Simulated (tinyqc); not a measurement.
One rectangular barrier with mass mismatch, transfer matrices: one step of the calculation.

One electron of energy E comes from the left lead (band edge 0); no transverse momentum. Parabolic bands, masses in units of m0, C = hbar^2/(2 m0); psi and psi'/m are continuous at every interface. The right lead equals the left one.

Problem. Transmission and reflection. The matrix M carries (psi, psi'/m) across the stack, and v = k/m in each lead. psi = 1 + r at the left edge (incident amplitude 1) and t at the right edge. With det M = 1, a = i vR M11 - M21 and b = -vL vR M12 - i vL M22: t = 2 i vL/(a - b), r = -(a + b)/(a - b), T(E) = (vR/vL) |t|^2, R(E) = |r|^2.

M of layer 1:

|  | 1 | 2 |
|---|---|---|
| 1 | 0.49637395 | 0.086696976 |
| 2 | -8.6924935 | 0.49637395 |

vL = 31.590767 1/nm
vR = 31.590767 1/nm

Wanted: t; r; T(E); R(E).

Solution.

t = 0.19718+0.59863i
r = 0.73741-0.24289i
T(E) = 0.39723
R(E) = 0.60277

T(E) + R(E) = 1: the current is conserved.

Range of the model: Masses are held fixed, although real bands cease to be parabolic a few tenths of an eV from their edges (inside a barrier too).

Numbers from tinyqc (`OMP_NUM_THREADS=1 python tinyqc.py 2560044 2560045 out.jsonl`; about 0.01 s on one thread of a shared Intel Xeon 2.30GHz).
